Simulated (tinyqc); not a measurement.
Full spectrum, Debye and Einstein heat capacities: Born-von Karman spring model of a cubic crystal with one atom per cell. Computed by tinyqc, a small Python program. Command: `OMP_NUM_THREADS=1 python tinyqc.py 3000861 3000862 out.jsonl springs walk`. One thread of a shared host (Intel(R) Xeon(R) Processor @ 2.30GHz), about 0.1 s of CPU time with the checks.

First neighbours lie at a (1,0,0) (6 of them), second at a (1,1,0) (12), with all permutations and signs; the volume per atom is Omega = a^3.

Inputs (values chosen for the exercise, for a model crystal):
```
quantity               value           unit
lattice constant a      4.96       angstrom
atomic mass M            149              u
radial spring k1L       1.18  eV/angstrom^2
transverse spring k1T      0  eV/angstrom^2
radial spring k2L       0.27  eV/angstrom^2
transverse spring k2T      0  eV/angstrom^2
```

Lattice: sc.

Constants: 1 eV/angstrom^3 = 160.2176634 GPa; u = 1.6605390666e-27 kg; hbar = 1.054571817e-34 J s; k_B = 1.380649e-23 J/K; nu for 1 eV/(angstrom^2 u) = 15.6333042 THz; h x 1 THz = 4.135667696 meV; k_B = 8.617333262e-05 eV/K.

Method:
- [ij,kl] = (1/(2 Omega)) sum_R K_ij R_k R_l; C11 = [xx,xx], C44 = [xx,yy], C12 = 2 [xy,xy] - C44; B = (C11 + 2 C12)/3; Zener ratio A = 2 C44/(C11 - C12). K(R) = kL n n^T + kT (1 - n n^T).
- rho = M/Omega and v = sqrt(C/rho), with C = C11, C44, C44 along [100]; (C11 + C12 + 2 C44)/2, C44, (C11 - C12)/2 along [110]; (C11 + 2 C12 + 4 C44)/3 and twice (C11 - C12 + C44)/3 along [111].
- Christoffel matrix G_xx = C11 n_x^2 + C44 (1 - n_x^2), G_xy = (C12 + C44) n_x n_y, with eigenvalues rho v^2; v_m^-3 is the mean of v^-3 over three branches and all directions (12 Gauss-Legendre points in cos(theta) times 24 angles phi = (j + 1/2) pi/12); q_D = (6 pi^2/Omega)^(1/3); Theta = hbar v_m q_D/k_B.
- A neighbour at R with unit vector n couples by the matrix K(R) = kL n n^T + kT (1 - n n^T), and D(q) = (1/M) sum_R K(R) [1 - cos(q.R)].
- An eigenvalue lambda of D in eV/(angstrom^2 u) gives nu = 15.6333042 THz x sqrt(lambda).
- Mesh: q = sum_i (m_i + 1/2)/n b_i, m_i = 0..n-1, with b = [[1.0, 0.0, 0.0], [0.0, 1.0, 0.0], [0.0, 0.0, 1.0]] in 2 pi/a; sums are averages over the n^3 points (here n = 14), per atom.
- With x = h nu/(k_B T) and n = 1/(exp(x) - 1) for each mode: F = k_B T [x/2 + ln(1 - exp(-x))], U = k_B T x (n + 1/2), S/k_B = x n - ln(1 - exp(-x)), C/k_B = x^2 n (n + 1).
- Debye: C = 9 k_B (T/Theta)^3 int_0^(Theta/T) x^4 e^x/(e^x - 1)^2 dx with the elastic Theta. Einstein: three modes at the root-mean-square frequency. The last column is the Theta that makes the Debye formula give the full C at that T.

elastic Debye temperature = 165.846 K

root-mean-square frequency = 2.3754 THz

Heat capacity (k_B/atom):
```
T (K)  full spectrum   Debye  Einstein  Theta from C (K)
20            0.5506  0.3781    0.3283            142.39
30            1.1759  0.9311    1.0139            144.26
41            1.7195  1.4891    1.6346            145.43
58            2.2270  2.0586    2.1956            146.25
83            2.5790  2.4771    2.5697            146.71
120           2.7866  2.7319    2.7842            146.95
170           2.8907  2.8620    2.8901            147.06
250           2.9487  2.9350    2.9486            147.12
```

What does the comparison show, and why?

The apparent Theta runs from 142 to 147 K against the elastic 166 K; at high T it tends to sqrt(5/3) h nu_rms/k_B = 147 K. At the lowest T the Debye value is 0.69 and the Einstein value 0.60 times the full one; dispersion bends the branches below the sound lines, so the real spectrum has more low modes than Debye assumes. At the highest T Debye misses by 0.46 % and Einstein by 0.0046 %.

Extremes, crossings and ranges named in words are read from the listed rows.
